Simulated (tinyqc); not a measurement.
Voltage drop against the pad pitch.

A grid of 13 by 13 nodes with segments Rx (rows) and Ry (columns); every node draws I1 and the central node kh I1; pads with resistance Rp sit at the nodes whose row and column are multiples of the pitch, counting from 0. The drops u = Vdd - V follow from G u = i, with G the conductance matrix and i the load currents, solved directly.

Parameters, values chosen for the exercise: supply voltage Vdd = 0.8 V; resistance of a horizontal segment Rx = 0.31 ohm; resistance of a vertical segment Ry = 0.72 ohm; resistance from a pad node to the supply Rp = 0.054 ohm; factor on the load at the hot node kh = 3; load current of a node in the large grid I1 = 0.08 mA.

Voltage drop against the pad pitch:

| pitch (nodes) | pads | worst drop (mV) | mean drop (mV) | largest drop at a pad (mV) | largest pad current (mA) | worst drop over Vdd (%) |
|---|---|---|---|---|---|---|
| 1 | 169 | 0.010283 | 0.0043711 | 0.010283 | 0.19043 | 0.0012854 |
| 2 | 49 | 0.059658 | 0.037988 | 0.023875 | 0.44213 | 0.0074573 |
| 3 | 25 | 0.13678 | 0.099621 | 0.044828 | 0.83016 | 0.017098 |
| 4 | 16 | 0.29910 | 0.19250 | 0.064383 | 1.1923 | 0.037388 |
| 6 | 9 | 0.57158 | 0.45450 | 0.13745 | 2.5454 | 0.071447 |
| 12 | 4 | 2.3271 | 1.8651 | 0.18468 | 3.4200 | 0.29089 |

The worst drop goes from 0.0103 to 2.33 mV while the number of pads falls from 169 to 4; between the last two rows it goes as pitch^(2.03). The largest drop at a pad is 100 % of the worst drop in the first row and 7.94 % in the last; the rest falls along the wires.

Numbers from tinyqc (`OMP_NUM_THREADS=1 python tinyqc.py 2770213 2770214 out.jsonl`; about 0.09 s on one thread of a shared Intel Xeon 2.30GHz).
